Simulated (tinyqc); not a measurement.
Resistive crossbar, vector-matrix product with wire resistance: one step of the calculation.

2 rows and 2 columns. Cell (i, j) joins row node wij to column node bij. Each row is driven at its left end through one wire segment rw; neighbouring nodes along a row or a column are joined by rw; each column ends below the last row in one more rw and a virtual ground, where its current is read. Ideal output: I_j = sum_i V_i G_ij.

Problem. Error against the ideal product. Ideal I_j = sum_i V_i G_ij; error = I/ideal - 1.

Inputs (values chosen for the exercise):
- V = [0.21, 0.39] V (input voltages of the rows)

cell conductances G (uS):
```
,column 1,column 2
row 1,28,59
row 2,110,27
```

column currents (uA): column 1 48.515710, column 2 22.795947

Find: ideal currents; error.

Solution.

ideal currents (uA): column 1 48.780, column 2 22.920
error (%): column 1 -0.5418, column 2 -0.5412

The largest error is in column 1. All currents fall short, since the wires take part of the voltage.

Program tinyqc, `OMP_NUM_THREADS=1 python tinyqc.py 2880036 2880037 out.jsonl`; Intel Xeon 2.30GHz, shared host, one thread, about 0.02 s.
